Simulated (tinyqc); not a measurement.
Inside a calculation. Model: epitaxial growth on a vicinal surface: Burton-Cabrera-Frank step flow, step-edge barrier and island nucleation. Computed by tinyqc, a small Python program that keeps every step. Command: `OMP_NUM_THREADS=1 python tinyqc.py 3013823 3013824 out.jsonl stepflow walk`. One thread of a shared host (Intel(R) Xeon(R) Processor @ 2.30GHz), about 0.03 s of CPU time with the checks. Intermediate numbers are printed to about 6 digits and carried at full precision; extremes and crossings named in words are read from the listed rows.

Adatoms land at rate F, hop on a square grid (a simplification for hexagonal faces), desorb, or join steps. Lengths are in units of a and n is the adatom coverage. Steps ascend at x = 0 and descend at x = l.

Inputs (values chosen for the exercise, close to those used for Si(001)):
```
quantity                     value      unit
site spacing a                3.84  angstrom
step height h                 1.36  angstrom
diffusion barrier E_d        0.691        eV
desorption energy E_a          2.8        eV
adatom formation energy E_f   1.33        eV
step-edge barrier E_s         0.14        eV
attempt frequency nu            10       THz
deposition rate F            0.012  layers/s
miscut angle                   0.2   degrees
temperature T                  710         C
critical nucleus size i          1         -
```

Constants: k_B = 8.617333262e-05 eV/K.

## Scales

D = nu exp(-E_d/(k_B T)) (a^2/s, nu counted per direction); tau = exp(E_a/(k_B T))/nu; x_s = sqrt(D tau); n_eq = exp(-E_f/(k_B T)); terrace width l = h/(a tan(miscut)); Schwoebel length l_s = exp(E_s/(k_B T)) - 1. Temperatures in kelvin are T(C) + 273.15.

D = 2.86964e+09 a^2/s

lifetime tau = 22.5544 s

diffusion length x_s = 254407 a

equilibrium coverage n_eq = 1.52130e-07

terrace width l = 101.461 a

Schwoebel length l_s = 4.21989 a

l/x_s = 3.99e-4: nearly every adatom reaches a step.

## Terrace solution

D n'' - n/tau + F = 0 with n(0) = n_eq and -l_s n'(l) = n(l) - n_eq. With u = n - F tau, A = n_eq - F tau, y = l/x_s, s = l_s/x_s: u = A cosh(x/x_s) + B sinh(x/x_s), B = A (1 - cosh y - s sinh y)/(sinh y + s cosh y). Flux into the ascending step J+ = D B/x_s, over the descending one J- = -(D/x_s)(A sinh y + B cosh y); step velocity J+ + J-; growth rate (J+ + J-)/l. For small y: J+ + J- = (F - n_eq/tau) l, J-/J+ = l/(l + 2 l_s). The coverage peaks where n' = 0, tanh(x/x_s) = -B/A.

J+ = 0.633073 atoms per step site and s

J- = 0.584457 atoms per step site and s

growth rate = 0.0120000 layers/s

peak coverage = 1.57949e-07

position of the peak = 52.7561 a

5.8e-5 % of the flux desorbs; even closely spaced steps lose n_eq/tau, 5.6e-5 % of F. The ascending step takes 52.0 %: the barrier makes an uphill current, which evens out terrace widths but makes steps meander and favours mounds on wide terraces.

## Step flow or islands

Island density on a flat surface without desorption: N = 0.25 (F/D)^(i/(i+2)) exp(E_i/((i+2) k_B T)) per site, with E_i = 0 for i = 1; spacing l_n = N^(-1/2). Step flow needs an effective width l_eff = 2 x(peak) below l_n.

island density N on a flat surface = 4.02771e-05 per site

island spacing l_n = 157.569 a

ratio l_eff/l_n = 0.669625

Steps capture adatoms before they meet: step flow. Caution: the prefactor 0.25 and the criterion are estimates, good to a factor of about two in length.

## Growth mode over temperature

x(peak) solves tanh(x/x_s) = -B/A. Rows where evaporation outweighs deposition are left out.

Scales:
```
T (C)      x_s (a)  l_s (a)  incorporated share  l_n (a)  l_eff/l_n
510    6.10924e+06  6.96044            1.000000  111.354   0.969652
560    2.39188e+06  6.02860            1.000000  123.362   0.868591
610    1.04137e+06  5.29395            1.000000  135.090   0.788305
660    4.95642e+05  4.70316            1.000000  146.500   0.723246
710    2.54407e+05  4.21989            0.999999  157.569   0.669625
760    1.39292e+05  3.81870            0.999994  168.284   0.624785
810    8.06256e+04  3.48131            0.999949  178.639   0.586809
860    4.89752e+04  3.19432            0.999643  188.634   0.554289
910    3.10297e+04  2.94773            0.997868  198.274   0.526167
```

The ratio stays below 1: step flow in every row. Incorporation goes from 100.0 % to 99.8 %.

Checks made by the program: growth rate against F minus desorption, from a numerical solution (relative difference below 1e-10).
